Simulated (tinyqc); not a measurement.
Input admittance of a MOSFET at zero drain bias: distributed channel and distributed gate: two steps of the calculation.

Source and drain grounded, strong inversion, w = 2 pi f, Cox = eps0 eox/tox. The channel is an RC line of resistance 1/(mu Cox Vo) per square fed from both ends, so one finger has the intrinsic admittance y = i w Cox L tanh(g)/g per width, g = (1/2) sqrt(i w tau), tau = L^2/(mu Vo). The vertical resistance rv/L is in series with y, the overlaps 2 i w Cov in parallel: y_t = 1/(1/y + rv/L) + 2 i w Cov. The gate strip is a line of Rsh/L per length loaded by y_t, so a finger has Y = y_t Wf tanh(k)/k, k = (Wf/sd) sqrt(y_t Rsh/L); the device has Nf Y.

Values chosen for this exercise; values of the order met in silicon radio-frequency transistors: relative permittivity of the gate insulator (close to zirconium oxide) eox = 24.8; insulator thickness tox = 14 nm; channel length L = 0.9 um; finger width Wf = 1.4 um; number of fingers Nf = 8; channel mobility mu = 220 cm^2/(V s); gate overdrive Vo = 0.42 V; sheet resistance of the gate Rsh = 7.3 ohm/square; vertical resistivity of the gate stack rv = 7.5 ohm um^2; number of ends at which a finger is contacted sd = 1; overlap and fringe capacitance on each side Cov = 0.28 fF/um; frequency f = 3.5 GHz.

Constants: eps0 = 8.8541878128e-14 F/cm where lengths are in cm. Results are converted to the units shown.

Question 1. Low-frequency resistances and capacitance. Low-frequency limits, with c = Cox L and ct = c + 2 Cov: R_strip = Rsh Wf/(3 sd^2 L Nf), R_ch = (c/ct)^2 L/(12 mu Cox Vo Wf Nf), R_vert = (c/ct)^2 rv/(L Wf Nf), C = ct Wf Nf.

Find: parts; sum; C; 1/(2 pi R C).

Answer 1.

parts (ohm): strip 0.47315, channel 42.747, vertical 0.68835
sum = 43.909 ohm
C = 164.37 fF
1/(2 pi R C) = 22.052 GHz

The channel term is the largest, 97.4 % of the sum.

Question 2. Admittance of the channel and stack per width. tau, g, c = Cox L, y and y_t as defined.

Give: tau; g; c; y; y_t.

Answer 2.

tau = 87.66 ps
g = 0.4909+0.4909i
c = 14.12 fF/um
y = 48.1+301.2i uS/um
y_t = 48.8+313.2i uS/um

w tau = 1.93, and Im y is 0.970 of w c.

Numbers from tinyqc (`OMP_NUM_THREADS=1 python tinyqc.py 2262092 2262093 out.jsonl`; about 0.01 s on one thread of a shared Intel Xeon 2.30GHz).
